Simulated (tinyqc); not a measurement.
# Changing the source-to-wafer distance h

Model: vacuum evaporation: vapour pressure, source flux, thickness distribution, purity and step coverage. Computed by tinyqc, a small Python program. Command: `OMP_NUM_THREADS=1 python tinyqc.py 3111134 3111135 out.jsonl evap sweep`. One thread of a shared host (Intel(R) Xeon(R) Processor @ 2.30GHz), about 0.01 s of CPU time with the checks.

Molecular flow, unit sticking of the metal, no re-evaporation. The background gas is taken as water vapour (18.015 g/mol, collision diameter 0.37 nm) at 300 K.

Inputs (values chosen for the exercise, modelled on indium, with constants for the liquid):
```
quantity                     value    unit
molar mass M                 114.8   g/mol
film density rho              7.31  g/cm^3
vapour-pressure constant A   10.39       -
vapour-pressure constant B   12240       K
source temperature T          1140       K
source area                   0.15    cm^2
directionality n                 1       -
wafer radius R                   5      cm
background pressure p       0.0001      Pa
sticking of background gas     0.2       -
```

Constants: u = 1.6605390666e-27 kg; k_B = 1.380649e-23 J/K; R = 8.314462618 J/(mol K).

Method:
- log10(p_v/Pa) = A - B/T; flux from the surface Phi = p_v/sqrt(2 pi m k_B T), m = M u.
- Mass loss = Phi x area x m; heat of evaporation = ln(10) R B; d ln Phi/dT = ln(10) B/T^2 - 1/(2 T).
- A small source emits (n + 1) Phi area cos^n(phi)/(2 pi) per solid angle; on a parallel plane at height h and lateral distance l the arrival rate is (n + 1) Phi area/(2 pi h^2) x (1 + (l/h)^2)^(-(n + 3)/2). Growth rate = arrival rate x m/rho, m = M u. The wafer is fixed and centred above the source.
- Mean free path lambda = k_B T_g/(sqrt2 pi d^2 p); unscattered share exp(-h/lambda); gas arrival p/sqrt(2 pi m_g k_B T_g); impurity ratio = sticking x gas arrival/metal arrival; monolayer time = 1e15 cm^-2/(sticking x gas arrival).

One run for each value; columns: (1) source-to-wafer distance h (cm); (2) non-uniformity (max - min)/(max + min) (%); (3) growth rate at the centre (nm/s); (4) share of the material that lands on the wafer, 1 - (1 + (R/h)^2)^(-(n + 1)/2) (%); (5) impurity ratio:
```
(1)       (2)         (3)     (4)         (5)
6.0    48.336  1.1334e-01  40.984  1.6492e-01
9.2    25.317  4.8208e-02  22.802  3.8775e-01
14.0   11.947  2.0818e-02  11.312  8.9791e-01
22.0    5.032  8.4304e-03   4.912  2.2173e+00
33.0    2.269  3.7468e-03   2.244  4.9889e+00
51.0    0.957  1.5687e-03   0.952  1.1916e+01
78.0    0.410  6.7066e-04   0.409  2.7872e+01
120.0   0.173  2.8336e-04   0.173  6.5969e+01
```

What does the table show, and why?

Over the rows, non-uniformity (max - min)/(max + min) (%) falls from 48.3 to 0.173 (exponent d ln y / d ln x -1.5 between the first rows and -2.0 between the last); growth rate at the centre (nm/s) falls from 0.113 to 2.83e-4 (exponent d ln y / d ln x about -2.0 throughout); share of the material that lands on the wafer, 1 - (1 + (R/h)^2)^(-(n + 1)/2) (%) falls from 41.0 to 0.173 (exponent d ln y / d ln x -1.4 between the first rows and -2.0 between the last). At the high end the exponent of non-uniformity (max - min)/(max + min) is -2.00, close to -2: the fall-off goes as (R/h)^2. The exponent of growth rate at the centre stays at -2: a point source. The exponent of impurity ratio stays at 2: the metal flux falls as 1/h^2. A longer throw buys uniformity with rate, material use and purity.

Caution (rows 22.0, 33.0, 51.0, 78.0, 120): more gas than metal sticks, so a compound rather than a metal film would grow.
